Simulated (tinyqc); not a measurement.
# Frequency dispersion of an accumulation capacitance by border traps, distributed model, step by step

Computed by the program tinyqc: `OMP_NUM_THREADS=1 python tinyqc.py 2202102 2202103 out.jsonl`, one thread of a shared Intel Xeon 2.30GHz, about 0.3 s for the whole run. Printed values are rounded.

Traps spread evenly through the insulator exchange electrons with the semiconductor by tunnelling, with tau(x) = t0 exp(2 ka x) at depth x from the interface. The admittance per area Y seen at depth x obeys dY/dx = -Y^2/(i w eps0 eox) + q Nb ln(1 + i w tau)/tau, with Y(0) = i w Cs and w = 2 pi f; the gate sees Y(tox) = G + i w C. Working variable y = Y/(i w), in uF/cm^2. Cox = eps0 eox/tox.

Values chosen for this exercise; permittivity close to that of aluminium oxide:
- eox = 8.29 (relative permittivity of the insulator)
- tox = 3.3 nm (insulator thickness)
- Cs = 4 uF/cm^2 (semiconductor capacitance in accumulation)
- Nb = 4.6e18 cm^-3 eV^-1 (density of border traps)
- ka = 6.4 1/nm (decay constant of the wave function in the insulator)
- t0 = 8e-11 s (time constant of a trap at the interface)
- f = 100 Hz (frequency)
- xe = 1.7 nm (depth down to which the steps are taken)

Constants: q = 1.602176634e-19 C, eps0 = 8.8541878128e-14 F/cm where lengths are in cm. Results are converted to the units shown.

## Scales and lumped estimate

Cox; trap-free value 1/(1/Cox + 1/Cs); response depth d = ln(1/(w t0))/(2 ka), where w tau = 1; lumped estimate: all traps within d act as C_bt = q Nb d placed at d/2, so C = 1/{1/[1/(1/Cs + d/(2 eps0 eox)) + C_bt] + (tox - d/2)/(eps0 eox)}.

Cox = 2.22428 uF/cm^2
trap-free C = 1.42942 uF/cm^2
d = 1.31296 nm
C_bt = 0.0967657 uF/cm^2
lumped C = 1.45182 uF/cm^2

The traps within reach amount to 0.0242 Cs and lie in the first 39.8 % of the insulator.

## Midpoint steps through the active depth

In terms of y: dy/dx = -y^2/(eps0 eox) + s(x), s = q Nb ln(1 + z)/z, z = i w tau. 11 midpoint steps of h = xe/11: y_half = y + (h/2) y'(x, y), y(new) = y + h y'(x + h/2, y_half).

```
point    x (nm)      s (uF/(cm^2 nm))       y (uF/cm^2)
0             0  0.0737001+0.0000000i  4.00000+0.00000i
1      0.154545  0.0737001+0.0000000i  3.70137+0.00000i
2      0.309091  0.0737001-0.0000001i  3.44549+0.00000i
3      0.463636  0.0737001-0.0000007i  3.22394+0.00000i
4      0.618182  0.0737001-0.0000051i  3.03034+0.00000i
5      0.772727  0.0737001-0.0000366i  2.85982+0.00000i
6      0.927273  0.0736989-0.0002645i  2.70856-0.00002i
7       1.08182  0.0736341-0.0019095i  2.57353-0.00012i
8       1.23636  0.0705085-0.0129334i  2.45226-0.00088i
9       1.39091  0.0330871-0.0288449i  2.34046-0.00466i
10      1.54545  0.0057130-0.0111910i  2.23274-0.00714i
11          1.7  0.0008130-0.0025758i  2.13295-0.00729i
```

## Capacitance and conductance at the gate

y at xe = 2.13295-0.00729i uF/cm^2

Beyond xe the traps are ignored, so 1/y(tox) = 1/y(xe) + (tox - xe)/(eps0 eox); C = Re y, G/w = -Im y, loss tangent G/(w C).

y at the gate = 1.45600-0.00340i uF/cm^2
C = 1.45600 uF/cm^2
G/w = 0.00339649 uF/cm^2
loss tangent = 0.00233275

A fine integration over the whole insulator gives C = 1.4547 and G/w = 0.003504 uF/cm^2; the coarse G/w is 3.1 % below that. The fine C is 1.8 % above the trap-free value, and the lumped estimate is 0.20 % below the fine result.
